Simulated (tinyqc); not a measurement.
Ionisation ratio from the excess noise.

Question. In the local model of an avalanche photodiode F = k M + (1 - k)(2 - 1/M), k the ratio of the ionisation coefficient of the other carrier to that of the injected one. Find k and F at twice the gain.

M = 8
excess noise factor F = 2.61

Solution. F is linear in k: k = (F - 2 + 1/M)/(M - 2 + 1/M).

k = 0.120
F at 2 M = 3.62

Program tinyqc, `OMP_NUM_THREADS=1 python tinyqc.py 2120142 2120143 out.jsonl`; Intel Xeon 2.30GHz, shared host, one thread, about 0.06 s.
